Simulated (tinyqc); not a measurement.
# Ellipsometry and reflectance of a transparent film on an absorbing substrate: two studies

Air (index 1), film, substrate with N2 = n2 - i k2; time factor exp(+i w t). q_j = sqrt(N_j^2 - sin^2 th), root with positive real part. Fresnel coefficients r_s = (q_a - q_b)/(q_a + q_b), r_p = (N_b^2 q_a - N_a^2 q_b)/(N_b^2 q_a + N_a^2 q_b). tan(Psi) exp(i Delta) = R_p/R_s, Delta taken from 0 to 360 degrees.

Inputs (values chosen for the exercise); indices close to those of titanium dioxide on silicon:
- lam = 405 nm (wavelength)
- th = 75 degrees (angle of incidence)
- n1 = 2.416 (index of the transparent film)
- d = 53 nm (film thickness)
- n2 = 5.42 (index of the substrate)
- k2 = 0.329 (extinction coefficient of the substrate)

Each table varies one quantity; the others keep the values above.

## Psi and Delta against the film thickness

beta = 2 pi d q1/lam, X = exp(-2 i beta), R = (r01 + r12 X)/(1 + r01 r12 X) for p and s. The last column is the derivative of Delta.

Result of one run:
```
d (nm),Psi (degrees),Delta (degrees),|R_p|^2,|R_s|^2,dDelta/dd (degrees/nm)
90,11.08,183.2,0.03159,0.8242,-8.314
```

What becomes of these results when the film thickness d is changed from 90 to 80 nm, all else the same?

Result of the changed run:
```
d (nm),Psi (degrees),Delta (degrees),|R_p|^2,|R_s|^2,dDelta/dd (degrees/nm)
80,16.04,249.7,0.06661,0.8061,-4.710
```

The whole series:
```
d (nm),Psi (degrees),Delta (degrees),|R_p|^2,|R_s|^2,dDelta/dd (degrees/nm)
0,11.14,171.2,0.03193,0.8241,-8.243
10,16.53,107.1,0.07085,0.8047,-4.509
20,23.99,72.39,0.1466,0.7406,-2.745
30,31.13,48.30,0.2165,0.5934,-2.249
40,39.98,20.79,0.2550,0.3628,-3.786
50,39.62,337.1,0.2537,0.3702,-3.677
60,30.74,310.1,0.2127,0.6010,-2.257
70,23.55,285.6,0.1414,0.7442,-2.813
80,16.04,249.7,0.06661,0.8061,-4.710
90,11.08,183.2,0.03159,0.8242,-8.314
```

Psi goes from 11.1 through a maximum of 40.0 (at d = 40 nm among the rows listed) to 11.1 degrees. The period is 91.44 nm, after which Psi and Delta return to the values of the bare substrate, so one angle and wavelength fix d only up to a multiple of it. The size of the slope of Delta runs from 2.25 to 8.31 degrees/nm among the rows; Delta is counted modulo 360 degrees, and sharper features can lie between the rows.

## Effect of the angle of incidence

Same model as above.

dDelta/dd is the derivative of Delta; period lam/(2 q1).

Effect of the angle of incidence:
```
th (degrees),Psi (degrees),Delta (degrees),|R_p|^2,|R_s|^2,dDelta/dd (degrees/nm),period (nm)
50,30.808,240.30,0.065362,0.18381,-4.7008,88.376
55,29.709,258.58,0.066622,0.20463,-5.4749,89.093
60,29.958,278.14,0.078215,0.23545,-5.5599,89.783
65,31.533,296.85,0.10561,0.28050,-4.9372,90.419
70,33.986,313.32,0.15706,0.34558,-3.9525,90.980
75,36.795,327.32,0.24533,0.43851,-2.9016,91.442
80,39.625,339.33,0.39050,0.56957,-1.8929,91.788
85,42.354,349.99,0.62471,0.75168,-0.93311,92.001
```

Psi goes from 30.8 through a minimum of 29.7 (at th = 55 among the rows listed) to 42.4 degrees and |R_p|^2 rises from 0.0654 to 0.625. The slope of Delta is largest in size, 5.56 degrees/nm, at th = 60 among the rows. The bare substrate has its smallest |R_p| near arctan(n2) = 79.5 degrees.

tinyqc, about 0.01 s, one thread, Intel Xeon 2.30GHz (shared host): `OMP_NUM_THREADS=1 python tinyqc.py 2870207 2870208 out.jsonl`
